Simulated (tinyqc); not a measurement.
From results back to parameters: phonon-assisted absorption at an indirect gap. Two cases, with inputs chosen for the exercise.

Problem. A slab transmits Tr = (1 - R)^2 x/(1 - R^2 x^2) with x = exp(-alpha d) and R = ((nr - 1)/(nr + 1))^2.

Case 1.

Values chosen (out of a larger set: loosely those of SiC at room temperature; Eg is not tied to T; not measured data): nr = 2.78 (refractive index); d = 8.3 micrometre (thickness).

Tr = 0.564819

Case 2.

Values chosen (out of a larger set: loosely those of Si at room temperature; Eg is not tied to T; not measured data): nr = 3.59 (refractive index); d = 1.5 micrometre (thickness).

Tr = 0.469805

Find: x; alpha.

Solution. Tr R^2 x^2 + (1 - R)^2 x - Tr = 0; take the positive root, then alpha = -ln(x)/d.

Case 1.

x = 0.8957
alpha = 133 1/cm

Case 2.

x = 0.9238
alpha = 529 1/cm

Computed by tinyqc, one run a case: `OMP_NUM_THREADS=1 python tinyqc.py N N+1 out.jsonl` with N = 1681384, 1681408; one thread of a shared Intel(R) Xeon(R) Processor @ 2.30GHz, about 0.01 s a run at most.
